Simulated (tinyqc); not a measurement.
Configuration-coordinate model of a defect: Huang-Rhys factor and luminescence line shape: one step, computed by the program tinyqc.

Ground state E_g(Q) = (1/2) omega_g^2 Q^2; excited state E_e(Q) = E_0 + (1/2) omega_e^2 (Q - dQ)^2 with omega_e = omega_g and E_0 = E_ZPL. Q is mass-weighted; the dipole does not depend on Q (Condon approximation).

Task: Crossing, radiative lifetime and thermal quenching. The curves cross at the root Q_c nearest dQ; the barrier is (1/2) omega_e^2 (Q_c - dQ)^2, with (1/2) omega^2 = (hbar omega)^2/(2 hbar^2/u). k_r = n_r omega^3 mu^2/(3 pi eps_0 hbar c^3) at the vertical emission energy, without local-field correction; k_nr = nu_0 exp(-barrier/k_B T) (Mott-Seitz); yield = k_r/(k_r + k_nr); T_1/2 = barrier/(k_B ln(nu_0/k_r)).

Inputs (values chosen for the exercise, for a model defect in a wide-gap host):
```
quantity                          value              unit
zero-phonon energy E_ZPL           2.44                eV
displacement dQ                   0.365  u^(1/2) angstrom
ground-state phonon hbar omega_g    108               meV
temperature T                         4                 K
refractive index n_r               2.51                 -
transition dipole mu                0.6        e angstrom
quenching prefactor nu_0          1e+11               1/s
```

Modes: equal frequencies in both states.

vertical emission energy = 2.254130 eV

Constants: hbar^2/u = 4.18015928e-03 eV angstrom^2; hbar = 6.582119569e-16 eV s; e = 1.602176634e-19 C; eps_0 = 8.8541878128e-12 F/m; hbar = 1.054571817e-34 J s; c = 299792458 m/s; k_B = 8.617333262e-05 eV/K.

Give: Q_c; classical barrier; radiative lifetime; luminescence yield; quenching temperature T_1/2.

Result:

Q_c = 2.578 u^(1/2) angstrom

classical barrier = 6.834 eV

radiative lifetime = 25.45 ns

luminescence yield = 1

quenching temperature T_1/2 = 10113 K

The barrier is so high that this route does not halve the yield below 1000 K. Caution: the curves cross far outside the range of the harmonic model, so the barrier and T_1/2 have no quantitative meaning.
